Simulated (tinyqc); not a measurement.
## Yield against design margin

Cells fail independently with probability Q(k) = erfc(k/sqrt(2))/2 when the margin is k standard deviations, and Y = exp(-Nb Q(k)). phi = exp(-k^2/2)/sqrt(2 pi).  k = margin/s(dVT). With one spare that repairs any one cell, Y1 = exp(-x)(1 + x), x = Nb Q(k).

Inputs (values chosen for the exercise): number of cells Nb = 33554432.

s(dVT) = 11.2 mV

Yield against design margin:
```
M (mV)       k        Q(k)  expected failures x          Y         Y1
56      5.0000   2.8665e-7               9.6184  6.6492e-5  7.0604e-4
60      5.3571   4.2274e-8               1.4185    0.24208    0.58547
63      5.6250   9.2754e-9              0.31123    0.73254    0.96054
66      5.8929   1.8979e-9             0.063682    0.93830    0.99806
70      6.2500  2.0523e-10            0.0068863    0.99314    0.99998
74      6.6071  1.9590e-11            6.5734e-4    0.99934     1.0000
78      6.9643  1.6504e-12            5.5377e-5    0.99994     1.0000
84      7.5000  3.1909e-14            1.0707e-6     1.0000     1.0000
```

Read the table: what changes, and by how much?

Over a change of the margin from 56 to 84 mV, k goes from 5.00 to 7.50, the expected failures fall by 7.0 decades and the yield goes from 6.65e-5 to 1.000. The spare helps most at M = 60 mV among the rows, where it lifts the yield from 0.242 to 0.585.

Computed by the program tinyqc: `OMP_NUM_THREADS=1 python tinyqc.py 2090046 2090047 out.jsonl`, one thread of a shared Intel Xeon 2.30GHz, about 0.01 s for the whole run.
